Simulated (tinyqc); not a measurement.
# Non-radiative capture by multiphonon emission, one effective mode, step by step

A worked calculation. Computed by tinyqc, a small Python program that keeps every step. Command: `OMP_NUM_THREADS=1 python tinyqc.py 3003760 3003761 out.jsonl capture walk`. One thread of a shared host (Intel(R) Xeon(R) Processor @ 2.30GHz), about 0.01 s of CPU time with the checks. Intermediate numbers are printed to about 5 digits and carried at full precision; extremes and crossings named in words are read from the listed rows.

The initial state (free carrier plus empty centre) lies dE above the final state; both have the same frequency and are displaced by dQ.

Inputs (values chosen for the exercise, for a model semiconductor): energy released dE = 0.405 eV; phonon energy hbar omega = 17.8 meV; Huang-Rhys factor S = 9.17; electron-phonon coupling W = 0.037 eV/(u^(1/2) angstrom); cell volume V = 1950 angstrom^3; degeneracy g = 4; broadening b = 11 meV; carrier mass m = 2.97 m_0; dielectric constant eps = 13; temperature T = 300 K; defect density N_t = 4e+16 cm^-3.

Centre: attractive.

Constants: hbar^2/u = 4.18015928e-03 eV angstrom^2; k_B = 8.617333262e-05 eV/K; hbar = 6.582119569e-16 eV s; Ry = 13.605693123 eV; k_B = 1.380649e-23 J/K; m_0 = 9.1093837015e-31 kg.

## Geometry of the two curves

dQ = sqrt(2 S (hbar^2/u)/hbar omega); relaxation energy lambda = S hbar omega; phonons needed P = dE/hbar omega; classical barrier E_b = (dE - lambda)^2/(4 lambda); occupation n = 1/(exp(hbar omega/k_B T) - 1).

dQ = 2.0753 u^(1/2) angstrom

lambda = 0.163226 eV

P = 22.753

classical barrier E_b = 0.089530 eV

occupation n = 1.0093

dE exceeds lambda: the inverted case usual for deep centres, in which the curves cross on the far side of the initial minimum.

## Phonon weights near resonance

Huang-Rhys weight for a net emission of p phonons: L_p = exp(-S (2n + 1)) ((n + 1)/n)^(p/2) I_p(2 S sqrt(n (n + 1))), I_p the modified Bessel function. M_p = sum_m w_m <m_i|Q|(m + p)_f>^2 with Q counted from the final minimum and Boltzmann weights w_m for m = 0..24; <m_i|Q|k_f> = sqrt((hbar^2/u)/(2 hbar omega)) [sqrt(k) <m|k-1> + sqrt(k+1) <m|k+1>], with overlaps of oscillators displaced by d = sqrt(2 S) summed on 1500 points from -16 to 16 + d. The delta function is a Gaussian of standard deviation b at dE - p hbar omega.

Weights:
```
p         L_p  M_p (u angstrom^2)  Gaussian (1/eV)
20  0.0092966             0.10129       1.7810e-03
21  0.0063194             0.07365       6.4950e-01
22  0.0041690             0.05187       1.7269e+01
23  0.0026708             0.03539       3.3479e+01
24  0.0016625             0.02342       4.7322e+00
25  0.0010060             0.01504       4.8770e-02
26  0.0005922             0.00938       3.6646e-05
```

## Capture coefficient before scaling

C_0 = V (2 pi/hbar) g W^2 sum_p M_p Gaussian_p. The sum runs over the seven p from round(P) - 3 to round(P) + 3; 1 angstrom^3 = 1e-24 cm^3.

sum_p M_p Gaussian_p = 2.2402 u angstrom^2/eV

C_0 = 2.2835e-07 cm^3/s

## Scaled coefficient, cross-section and lifetime

Sommerfeld factor of an attractive centre: s(k) = 2 pi nu/(1 - exp(-2 pi nu)), nu = sqrt(Ry*/E), Ry* = Ry m/eps^2, averaged over (2/sqrt(pi)) sqrt(x) exp(-x) dx with x = E/k_B T = t^2 (trapezoid, t to 6 in steps of 0.01). C = s C_0; v = sqrt(3 k_B T/m); sigma = C/v; tau = 1/(C N_t).

Sommerfeld factor s = 21.561

capture coefficient C = 4.9235e-06 cm^3/s

thermal velocity v = 6.7770e+06 cm/s

cross-section sigma = 7.2650e-13 cm^2

capture time = 5.0777e-12 s

Caution: the effective Bohr radius is under 10 angstrom, so the effective-mass Sommerfeld factor is rough. Caution: so large a cross-section lies beyond first-order perturbation theory; cascade capture or carrier supply would limit it.

## Quantum against classical capture

C_0 = V (2 pi/hbar) g W^2 sum_p M_p Gaussian_p. Here the sum runs over all p. Classical (Marcus) form: replace the sum by Q_c^2 exp(-E_b/k_B T)/sqrt(4 pi lambda k_B T), Q_c = dQ (dE + lambda)/(2 lambda). The last column is -k_B d ln C_0/d(1/T) from this row and the one above.

Against temperature:
```
T (K)  C_0, quantum (cm^3/s)  C_0, classical (cm^3/s)  Sommerfeld factor  activation energy (eV)
17                5.8974e-09               6.9672e-32             90.576                       -
31                5.9552e-09               5.0035e-20             67.074              3.1673e-05
52                6.8142e-09               2.9177e-14             51.789              8.9126e-04
83                1.1143e-08               4.0213e-11             40.992              5.9000e-03
120               2.3071e-08               1.5867e-09             34.091              1.6883e-02
190               7.4117e-08               3.0621e-08             27.093              3.2757e-02
290               2.1167e-07               1.6334e-07             21.930              4.9826e-02
450               4.9472e-07               4.6871e-07             17.605              5.9671e-02
```

At 17.0 K the quantum value is 8.5e22 times the classical one: C_0 comes from tunnelling out of the lowest level and hardly depends on T. At 450 K the ratio is 1.1. The largest apparent activation energy is 0.060 eV against the classical barrier of 0.090 eV, so an Arrhenius fit understates the barrier, through tunnelling and the broadening b at low T and the T^(-1/2) prefactor at high T. The measured coefficient is C = s C_0, and s changes by a factor 0.19 over these rows, so C changes by 16 where C_0 changes by 84.

Checks made by the program: Bessel formula against the sum over overlaps (relative difference 6e-08).
